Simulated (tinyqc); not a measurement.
Inside a calculation. Model: MESFET, gradual channel with velocity saturation.

Computed by the program tinyqc: `OMP_NUM_THREADS=1 python tinyqc.py 2500029 2500030 out.jsonl`, one thread of a shared Intel Xeon 2.30GHz, about 0.05 s for the whole run. Printed values are rounded.

A uniformly doped n-type channel, depleted from the top by a Schottky gate; at channel potential V the depleted share of a is u = sqrt((Vbi - Vg + V)/Vp), s at the source. Electrons drift with v = mu E/(1 + mu E/vsat). Abrupt depletion edge, no series resistance, source at 0.

Parameters, values chosen for the exercise; material values close to those of gallium arsenide:

| symbol | value | unit | meaning |
|---|---|---|---|
| T | 325 | K | temperature |
| eps_r | 12.7 |  | relative permittivity of the semiconductor |
| Nc | 4.95e17 | cm^-3 | conduction-band density of states at T |
| Nd | 2.1e16 | cm^-3 | donor density of the channel |
| a | 550 | nm | channel thickness |
| mu | 4600 | cm^2/(V s) | low-field mobility at this doping |
| vsat | 1.1e7 | cm/s | saturation velocity |
| L | 2 | um | gate length |
| W | 300 | um | gate width |
| phiB | 0.77 | V | Schottky barrier |
| Vg | -2.7 | V | gate voltage |
| Vd | 0.58 | V | drain voltage |

Constants: q = 1.602176634e-19 C, kB = 1.380649e-23 J/K, Vt = kB T/q, eps0 = 8.8541878128e-14 F/cm where lengths are in cm. Results are converted to the units shown.

## Built-in and pinch-off voltages

Vbi = phiB - Vt ln(Nc/Nd); Vp = q Nd a^2/(2 eps0 eps_r); G0 = q mu Nd a W/L; Z = mu Vp/(vsat L); s = sqrt((Vbi - Vg)/Vp). VT = Vbi - Vp.

Vbi = 0.6814990 V
Vp = 4.525563 V
VT = -3.844064 V
G0 = 127.6855 mS
Z = 9.462541
s = 0.8644071

Z = 9.46: velocity saturation dominates.

## Current below saturation

u = sqrt((Vbi - Vg + Vd)/Vp). I = (G0 Vp/3) F/(1 + Z (u^2 - s^2)), F = 3 (u^2 - s^2) - 2 (u^3 - s^3), with u at V = Vd; Z = 0 gives constant mobility, for which u stops at 1.

u = 0.9356070
F = 0.03826507
I for Z = 0 = 7.370473 mA
I = 3.330945 mA

The falling mobility lowers the current by 54.8 %.

## Iteration 1: the saturation point by Newton steps

u at the start = 0.93

a is the channel (half-)thickness, Vp its pinch-off voltage and Z = mu Vp/(vsat L); an iterate with u > 1 is an overshoot, not a physical state. f = (1 - u)(1 + Z (u^2 - s^2)) - Z F/3, F = 3 (u^2 - s^2) - 2 (u^3 - s^3); f' = -(1 + Z (u^2 - s^2)); u(new) = u - f/f'.

f = 0.03391819
f' = -2.113745
u after iteration 1 = 0.9460465

## Iteration 2: the saturation point by Newton steps

As before.

f = -0.002278986
f' = -2.398605
u after iteration 2 = 0.9450964

## Course of the iteration: the saturation point by Newton steps

Stop when u changes by less than 1e-10, or after 60 iterations.

Course of the iteration:
```
iteration	u	|change|
1	0.9460465	0.0160
2	0.9450964	9.50e-4
3	0.9450930	3.39e-6
4	0.9450930	4.32e-11
```

Converged in 4 iterations. At the end the number of correct digits about doubles with each step.

## Saturation voltage, current and transconductance

um = 0.9450930

Vdsat = Vp (um^2 - s^2); Isat = (G0 Vp/Z)(1 - um), which is q Nd vsat a W (1 - um); gm = G0 (um - s)/(1 + Z (um^2 - s^2)). For Z = 0: Vdsat = Vp (1 - s^2), Isat = (G0 Vp/3)(1 - 3 s^2 + 2 s^3), gm = G0 (1 - s).

Vdsat = 0.6607372 V
Isat = 3.353005 mA
gm = 4.325944 mS
Vdsat for Z = 0 = 1.144064 V
Isat for Z = 0 = 9.663640 mA
gm for Z = 0 = 17.31324 mS

The current saturates with 5.49 % of the channel still open at the drain, at 0.347 of the constant-mobility current.
